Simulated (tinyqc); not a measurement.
# Chemical-mechanical planarisation: Preston law, pattern density and step-height reduction, step by step

A worked calculation. Computed by tinyqc, a small Python program that keeps every step. Command: `OMP_NUM_THREADS=1 python tinyqc.py 3022469 3022470 out.jsonl cmp walk`. One thread of a shared host (Intel(R) Xeon(R) Processor @ 2.30GHz), about 0.02 s of CPU time with the checks. Intermediate numbers are printed to about 6 digits and carried at full precision; extremes and crossings named in words are read from the listed rows.

A row of 8 cells, repeated periodically, holds raised features that cover a share rho of each cell.

Inputs (values chosen for the exercise, close to those used for oxide polishing):
```
quantity                          value  unit
Preston coefficient K           8.4e-14  1/Pa
pressure P                           39   kPa
platen and carrier speed             40   rpm
distance between the centres         15    cm
initial step height h0              850    nm
contact height h_c                  120    nm
film above the raised areas z0     1400    nm
cell size                             2    mm
planarisation length                5.1    mm
polish time t                       410     s
```

local pattern densities, cell by cell: 0.1  0.8  0.6  0.9  0.4  0.4  0.7  0.7

## Blanket rate

With equal rotation speeds the relative speed is uniform, v = omega r_c; Preston rate R0 = K P v.

relative speed v = 0.628319 m/s

blanket rate R0 = 2.05837 nm/s

## Effective density

The stiff pad averages the density: rho_eff(i) = sum_j w_ij rho_j / sum_j w_ij, w = exp(-2 d^2/L^2), L the planarisation length and d the distance between cell centres, summed over all periodic images of cell j.

normalised weights (images included) for cells 0, 1, 2, ... apart: 0.312896  0.230050  0.091435  0.019786  0.004562

effective densities: 0.522777  0.581237  0.649498  0.640401  0.573224  0.542009  0.554173  0.536681

Local densities span 0.1 to 0.9, effective ones 0.523 to 0.649.

## State at time t

While h > h_c only raised areas polish, at R0/rho_eff, until t_c = rho_eff (h0 - h_c)/R0. After that h = h_c exp(-(t - t_c)/tau), tau = rho_eff h_c/R0; low areas polish at R0 (1 - h/h_c) and raised areas at R0 [1 + (1 - rho_eff) h/(rho_eff h_c)]. Removed from raised areas after t_c: h0 - h_c + R0 (t - t_c) + (1 - rho_eff)(h_c - h); from low areas: R0 (t - t_c) - rho_eff (h_c - h). Film left = z0 less the removal from raised areas.

Cells:
```
cell   rho_eff  t_c (s)  step h (nm)  removed, raised (nm)  removed, low (nm)  film left on raised areas (nm)
1     0.522777  185.402      0.07563               1249.54            399.612                         150.464
2     0.581237  206.135      0.29263               1199.76            350.051                         200.242
3     0.649498  230.344      1.04375               1141.49            292.537                         258.507
4     0.640401  227.118      0.89494               1149.27            300.165                         250.730
5     0.573224  203.293      0.24710               1206.59            356.834                         193.413
6     0.542009  192.223      0.12190               1233.17            383.290                         166.831
7     0.554173  196.537      0.16207               1222.81            372.975                         177.187
8     0.536681  190.334      0.10717               1237.70            387.811                         162.296
```

range of film left across the row = 108.043 nm

largest remaining step = 1.04375 nm

thinnest film left = 150.464 nm

8 of 8 cells have reached contact. The cell with the lowest rho_eff has lost the most film from its raised areas.

## Local against global planarity over time

Times are multiples of h0/R0; the range is the largest minus the smallest removal from raised areas.

Steps and range (nm):
```
multiple    t (s)  largest step  smallest step  range across the row  mean removal from raised areas
0.10       41.295       719.130        687.407                31.723                          148.66
0.20       82.590       588.259        524.813                63.446                          297.33
0.30      123.884       457.389        362.220                95.169                          445.99
0.45      185.827       261.084        118.342               142.748                          668.98
0.60      247.769        75.740         15.505               126.861                          856.71
0.80      330.358         8.552          1.032               110.218                         1039.90
1.00      412.948         0.966          0.069               108.019                         1211.12
1.30      536.832         0.037          0.001               107.726                         1466.25
1.70      702.011         0.000          0.000               107.713                         1806.25
```

Local steps shrink to 0.01 nm or less, but the range across the row reaches up to 142.7 nm among these rows and ends at 107.7 nm, against the limit (largest - smallest rho_eff) h0 = 107.7 nm: once flat, all cells polish alike and the difference stays. Evener density (dummy fill), a longer planarisation length or a smaller initial step reduces it. Caution: in the last rows the removal passes z0 somewhere, so they describe a thicker film than the one given.

Checks made by the program: volume removed per cell equals R0 t (relative difference below 1e-10).
